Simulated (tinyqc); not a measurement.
CMOS latch-up, two-transistor model: one step of the calculation.

A parasitic pnp (emitter at Vdd, base shunted by Rw) and npn (emitter at ground, base shunted by Rs) feed each other: the npn collector current flows out of the pnp base node, the pnp collector current into the npn base node. Forward-active transistors with constant gains: Icn = Isn exp(Vn/Vt), Icp = Isp (exp(Vp/Vt) - 1). A current Ii is injected into the npn base node.

Question. Holding current and voltage. On state with both base-emitter voltages at Von: npn base current Ib = (Von/Rs + bp Von/Rw)/(bn bp - 1), holding current Ih = (bn + 1) Ib + Von/Rs, holding voltage Vh = Vsat + Von + R2 (Ib + Von/Rs).

Parameters, values chosen for the exercise; values close to those of bulk CMOS:
```
symbol  value  unit                                            meaning
bn       16.9                                  current gain of the npn
bp        0.9                                  current gain of the pnp
Rs       1700   ohm              substrate resistance shunting the npn
Rw       2000   ohm                   well resistance shunting the pnp
R2         61   ohm  resistance from the pnp collector to the npn base
Von      0.72     V               base-emitter voltage in the on state
Vsat      0.1     V                                 saturation voltage
Vdd       3.3     V                                     supply voltage
```

Wanted: bn bp; Ib; Ih; Vh.

Answer.

bn bp = 15.21
Ib = 0.05261 mA
Ih = 1.365 mA
Vh = 0.8490 V

Vh is below Vdd = 3.3 V, so the supply can sustain a latched state.

tinyqc, about 0.04 s, one thread, Intel Xeon 2.30GHz (shared host): `OMP_NUM_THREADS=1 python tinyqc.py 2670027 2670028 out.jsonl`
